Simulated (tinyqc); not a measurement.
FinFET, parasitic resistance, capacitance and delay: course of the iteration: fin currents at Vgs = Vdd, Vds = Vdd/2.

Nf fins under one contact; each has gated perimeter p = 2 Hf + Wf and cross-section A = Hf Wf; contact width Wc = Nf pf, stack height Hs = Hf. Contact length Lc = CPP - Lg - 2 Lsp, shared by two neighbouring gates. Source and drain sides are equal. The formulas are first-order estimates, not field solutions.

One fin: I = p Q vx u/(1 + |u|^1.8)^(1/1.8), Q = Cinv n Vt ln(1 + exp((Vg' - VT + dl Vd')/(n Vt))), u = Vd' mu/(vx Lg), Vg' = Vgs - v, Vd' = Vds - 2 v, with the drop on each side v = Rc (sum of I) + Rx I. I(new) = I + 0.5 (I(out) - I).

Stop when the largest change of I is below 1e-6 uA, or after 80 iterations.

Parameters, values chosen for the exercise; values close to those of silicon logic devices: temperature T = 300 K; fin height Hf = 35 nm; fin width Wf = 7 nm; gate length Lg = 20 nm; inversion capacitance Cinv = 2.5 uF/cm^2; injection velocity vx = 1.3e7 cm/s; apparent mobility mu = 260 cm^2/(V s); threshold at zero drain voltage VT = 0.28 V; barrier lowering dl = 0.027 V/V; subthreshold factor n = 1.13; supply voltage Vdd = 0.75 V.

Constants: q = 1.602176634e-19 C, kB = 1.380649e-23 J/K, Vt = kB T/q. Results are converted to the units shown.

I at the start (uA): fin 1 0, fin 2 0, fin 3 0
Rc = 847.590 ohm
Rx = 367.347 ohm

Course of the iteration:
```
iteration  total I (uA)  largest |change| of one entry (uA)
1               171.572                                57.2
2               129.118                                14.2
3               162.704                                11.2
4               139.540                                7.72
5               157.748                                6.07
6               144.463                                4.43
7               154.812                                3.45
8               147.091                                2.57
9               153.062                                1.99
...                 ...                                 ...
55              150.548                             8.00e-6
56              150.548                             6.11e-6
57              150.548                             4.67e-6
58              150.548                             3.56e-6
59              150.548                             2.72e-6
60              150.548                             2.08e-6
61              150.548                             1.59e-6
62              150.548                             1.21e-6
63              150.548                             9.24e-7
```

Did this iteration meet its convergence test, and what does its course show?

Yes. Converged in 63 iterations. At the end each change is about 0.76 times the one before: linear convergence.

Computed by the program tinyqc: `OMP_NUM_THREADS=1 python tinyqc.py 2170085 2170086 out.jsonl`, one thread of a shared Intel Xeon 2.30GHz, about 0.05 s for the whole run.
